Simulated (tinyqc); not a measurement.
# Gate sheet resistance from two finger widths

Inverse problem. At low frequency R = Rsh Wf/(3 L) + B/Wf, where B collects the channel and vertical terms. Find Rsh, B and the width of lowest R.

Values chosen for this exercise:
```
symbol,value,unit,meaning
L,0.43,um,channel length
```

input resistance of single fingers, contacted at one end, of width 1.2 and 8.9 um (ohm): [79.709302, 281.69933]

Solution. R Wf is a straight line in Wf^2; the minimum of R lies where both terms are equal.

Rsh = 40.0 ohm/square
B = 51.0 ohm um
width of lowest R = 1.28 um

tinyqc, about 0.01 s, one thread, Intel Xeon 2.30GHz (shared host): `OMP_NUM_THREADS=1 python tinyqc.py 2262169 2262170 out.jsonl`
